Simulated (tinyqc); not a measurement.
Inside a calculation. Method: bound state in one dimension: Numerov shooting, finite differences, DVR. Computed by tinyqc, a small Python program that keeps every step. Settings: points = 48. Command: `OMP_NUM_THREADS=1 python tinyqc.py 20580 20581 out.jsonl` (the two numbers bound the seeds that draw the settings). One thread of a shared host (Intel(R) Xeon(R) Processor @ 2.60GHz), about 0.01 s of CPU time with the checks.

## Numerov steps at E = 0.1

One particle of mass 1 in V = 4.6 (x^2 - 1.39^2)^2 / 1.39^4 (atomic units), psi = 0 at both ends:
```
parameter                 value
left end              -3.400000
right end              3.400000
intervals                    48
h                      0.141667
state sought (nodes)          2
```

k_i = 2 m (E - V_i); (1 + h^2 k_(i+1)/12) y_(i+1) = 2 (1 - 5 h^2 k_i/12) y_i - (1 + h^2 k_(i-1)/12) y_(i-1), from y_0 = 0, y_1 = 0.001.

Points along the way:
```
i           x           V            k           y
0   -3.400000  114.225159  -228.250319    0.000000
1   -3.258333   92.939832  -185.679664    0.001000
2   -3.116667   74.615064  -149.030128    0.006800
3   -2.975000   58.982837  -117.765675    0.037185
4   -2.833333   45.787047   -91.374094    0.168208
5   -2.691667   34.783499   -69.366998    0.637575
16  -1.133333    0.516877    -0.833753  318.287774
17  -0.991667    1.109057    -2.018114  372.438466
18  -0.850000    1.802944    -3.405888  442.121945
19  -0.708333    2.521109    -4.842219  542.641100
20  -0.566667    3.198039    -6.196077  696.845005
21  -0.425000    3.780128    -7.360256  939.216517
```

## Bisection on the node count

With more sign changes than the state has nodes (the last point included) the energy is too high, else too low; the bracket starts as 0.1 to 12.

Trials:
```
trial           E  sign changes  y at the right end   next
1      6.05000000             4            2.49e+04  lower
2      3.07500000             2            2.57e+07  raise
3      4.56250000             2            1.55e+06  raise
4      5.30625000             3           -6.99e+05  lower
5      4.93437500             3           -2.98e+05  lower
6      4.74843750             2            3.94e+05  raise
7      4.84140625             3           -3.85e+03  lower
8      4.79492188             2            1.81e+05  raise
9      4.81816406             2            8.53e+04  raise
10     4.82978516             2            3.99e+04  raise
11     4.83559570             2            1.78e+04  raise
12     4.83850098             2            6.94e+03  raise
13     4.83995361             2            1.53e+03  raise
14     4.84067993             3           -1.16e+03  lower
...           ...           ...                 ...    ...
29     4.84036609             3           -4.99e-05  lower
30     4.84036608             2            4.11e-02  raise
31     4.84036609             2            2.05e-02  raise
```

eigenvalue = 4.84036609 hartree

## The same grid by other methods

Three-point finite differences and the sine-DVR kinetic matrix of Colbert and Miller on the same points.

Lowest levels (hartree):
```
state  finite differences       DVR
0                1.976944  1.986154
1                2.058182  2.068005
2                4.820608  4.840627
3                5.974203  6.028229
4                8.134469  8.242567
```
